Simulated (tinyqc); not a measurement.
Non-radiative capture by multiphonon emission, one effective mode: one step, computed by the program tinyqc.

The initial state (free carrier plus empty centre) lies dE above the final state; both have the same frequency and are displaced by dQ.

Question. Scaled coefficient, cross-section and lifetime. Sommerfeld factor of an attractive centre: s(k) = 2 pi nu/(1 - exp(-2 pi nu)), nu = sqrt(Ry*/E), Ry* = Ry m/eps^2, averaged over (2/sqrt(pi)) sqrt(x) exp(-x) dx with x = E/k_B T = t^2 (trapezoid, t to 6 in steps of 0.01). C = s C_0; v = sqrt(3 k_B T/m); sigma = C/v; tau = 1/(C N_t).

Inputs (values chosen for the exercise, with mass, screening and phonons like those of ZnO): carrier mass m = 0.269 m_0; dielectric constant eps = 8.39; temperature T = 77 K; defect density N_t = 5e+14 cm^-3.

Centre: attractive.

C_0 = 6.993081e-11 cm^3/s

Constants: Ry = 13.605693123 eV; k_B = 8.617333262e-05 eV/K; k_B = 1.380649e-23 J/K; m_0 = 9.1093837015e-31 kg.

Give: Sommerfeld factor s; capture coefficient C; thermal velocity v; cross-section sigma; capture time.

Answer.

Sommerfeld factor s = 19.846

capture coefficient C = 1.3879e-09 cm^3/s

thermal velocity v = 1.1408e+07 cm/s

cross-section sigma = 1.2165e-16 cm^2

capture time = 1.4411e-06 s
